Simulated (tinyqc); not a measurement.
Conductivities from two wire lengths.

Inverse problem. A wire with uniform heating p0 per length and ends at the substrate temperature has theta(L/2) = (p0/g)[1 - 1/cosh(L/(2 LH))], LH = sqrt(kap A/g). Find LH, g and kap.

Parameters, values chosen for the exercise:

| symbol | value | unit | meaning |
|---|---|---|---|
| A | 380 | nm^2 | cross-section |
| p0 | 0.37 | uW/nm | peak heating per length |

theta at the middle for L = 210 and 420 nm (K): 47.008932  97.536917

Answer. With c = cosh(L1/(2 LH)) the longer wire has 2 c^2 - 1. The ratio of the two rises falls steadily from 4 to 1 as c grows, so it fixes c; g and kap follow.

LH = 104 nm
g = 2.80 W/(m K)
kap = 80.0 W/(m K)

Numbers from tinyqc (`OMP_NUM_THREADS=1 python tinyqc.py 2520002 2520003 out.jsonl`; about 0.01 s on one thread of a shared Intel Xeon 2.30GHz).
